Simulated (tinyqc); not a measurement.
# Random telegraph noise from one oxide trap in a small MOSFET: time constants and noise against gate voltage

An acceptor-like trap exchanges electrons with the channel. Inversion charge Q = Cox u, u = n Vt W0(exp((Vg - VT)/(n Vt))), W0 the Lambert function, n = nf, Cox = eps0 eox/tox; linear regime Id = (W/L) mu Q Vd. Relative to threshold the surface potential rises by Vt ln(u/u0) and the oxide voltage by the rest of Vg - VT, with u0 = n Vt W0(1).

N = Cox u/q; dpsi = Vt ln(u/u0); E = E0 - dpsi - (xt/tox)(Vg - VT - dpsi); capture time tc = 1/[(N/zi) vth s0 exp(-xt/lt - EB/Vt)]; emission time te = tc exp(-E/Vt); occupancy te/(tc + te). A = W L; threshold step dV = q (1 - xt/tox)/(Cox A); gm/Id = 1/(u + n Vt); relative step dI/I = (gm/Id) dV + asc mu/A. fc = (1/tc + 1/te)/(2 pi); rms = (dI/I) sqrt(tc te)/(tc + te).

Parameters, values chosen for the exercise; values of the order met in silicon transistors:
- T = 300 K (temperature)
- eox = 7.71 (relative permittivity of the gate insulator (close to silicon nitride))
- tox = 3.2 nm (insulator thickness)
- xt = 0.33 nm (depth of the trap from the channel interface)
- E0 = 0.01 eV (trap level above the channel Fermi level at threshold)
- s0 = 4e-16 cm^2 (capture prefactor)
- EB = 0.39 eV (capture barrier (lattice relaxation))
- lt = 0.18 nm (tunnelling decay length)
- vth = 1.3e7 cm/s (thermal velocity)
- zi = 1.8 nm (thickness of the inversion layer)
- VT = 0.25 V (threshold voltage)
- nf = 1.23 (body factor)
- W = 150 nm (gate width)
- L = 61 nm (gate length)
- mu = 150 cm^2/(V s) (mobility)
- asc = 0 V s (scattering coefficient of the charged trap)
- Vd = 0.1 V (drain voltage)

Constants: q = 1.602176634e-19 C, kB = 1.380649e-23 J/K, Vt = kB T/q, eps0 = 8.8541878128e-14 F/cm where lengths are in cm. Results are converted to the units shown.

Results:
```
Vg (V)	E (eV)	tc (s)	te (s)	occupancy	dI/I (%)	fc (Hz)	rms dI/I (%)
0.03	0.17998	1.8434	0.0017464	9.4646e-4	2.3128	91.221	0.071119
0.09	0.13017	0.28089	0.0018273	0.0064635	2.3002	87.663	0.18433
0.15	0.081038	0.044075	0.0019179	0.041699	2.2232	86.597	0.44442
0.21	0.035396	0.0080385	0.0020443	0.20275	1.8874	97.651	0.75883
0.27	-7.0547e-4	0.0022124	0.0022736	0.50682	1.2697	141.94	0.63479
0.39	-0.044774	5.6391e-4	0.0031870	0.84966	0.54727	332.17	0.19560
0.45	-0.059828	3.8472e-4	0.0038923	0.91005	0.40369	454.58	0.11550
0.51	-0.072752	2.8772e-4	0.0047988	0.94344	0.31579	586.33	0.072950
```

Estimate the missing row, Vg = 0.33 V.

Computed row:
```
Vg (V)	E (eV)	tc (s)	te (s)	occupancy	dI/I (%)	fc (Hz)	rms dI/I (%)
0.33	-0.026074	9.6737e-4	0.0026522	0.73274	0.80301	224.53	0.35536
```

With this row back in the table: tc falls from 1.84 to 2.88e-4 s as the channel fills and te rises from 0.00175 to 0.00480 s; they are equal at Vg = 0.269 V, where E = 0. The rms noise goes from 0.0711 through a maximum of 0.759 (at Vg = 0.21 V among the rows listed) to 0.0729 %. The slope -Vt d ln(tc/te)/dVg is 0.830 between the first two rows and 0.215 between the last two; it tends to xt/tox = 0.103 only when the surface potential stops moving.

Range of the model: VT is taken as given; short-channel effects and the uneven flow of current among few electrons are left out.

Numbers from tinyqc (`OMP_NUM_THREADS=1 python tinyqc.py 2710103 2710104 out.jsonl`; about 0.01 s on one thread of a shared Intel Xeon 2.30GHz).
